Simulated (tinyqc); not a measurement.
One-sided p+-n junction, ionisation integral and breakdown: one step of the calculation.

A p+ layer at x < 0 and an n drift layer from x = 0. Depletion approximation, built-in voltage neglected. Local ionisation coefficients alpha_n = an exp(-(bn/E)^mx), alpha_p = ap exp(-(bp/E)^mx). Electrons move towards +x, holes towards x = 0.

Task. Ionisation integrals by the trapezoid rule. G(x) = integral from 0 to x of (alpha_n - alpha_p); I_n = integral of alpha_n exp(-G) (electrons injected at x = 0), I_p = integral of alpha_p exp(G(end) - G) (holes injected at the far edge); M = 1/(1 - I). All integrals by the trapezoid rule on the grid.

```
point,x (um),alpha_n (1/cm),alpha_p (1/cm)
0,0.0000000,11.763871,4402.0352
1,0.6056481,6.8678794,3178.9251
2,1.2112961,3.8705143,2247.1739
3,1.8169442,2.0981168,1551.6007
4,2.4225922,1.0895026,1043.8427
5,3.0282403,0.53942194,682.29236
6,3.6338883,0.25327216,431.88589
7,4.2395364,0.11207121,263.74907
8,4.8451844,0.046397551,154.71376
9,5.4508325,0.017819701,86.726340
10,6.0564805,0.0062858500,46.177285
11,6.6621286,0.0020124783,23.186928
12,7.2677766,5.7655606e-4,10.886022
13,7.8734247,1.4530177e-4,4.7295067
```

Find: G; alpha_n exp(-G); I_n; I_p; M_n; M_p.

Result.

```
point,G,alpha_n exp(-G) (1/cm)
0,0.00000,11.764
1,-0.22901,8.635
2,-0.39300,5.734
3,-0.50785,3.486
4,-0.58635,1.958
5,-0.63857,1.022
6,-0.67229,0.496
7,-0.69334,0.224
8,-0.70601,0.094
9,-0.71332,0.036
10,-0.71734,0.013
11,-0.71944,0.004
12,-0.72048,0.001
13,-0.72095,0.000
```

I_n = 0.0016708
I_p = 0.50973
M_n = 1.0017
M_p = 2.0397

tinyqc, about 0.07 s, one thread, Intel Xeon 2.30GHz (shared host): `OMP_NUM_THREADS=1 python tinyqc.py 2120148 2120149 out.jsonl`
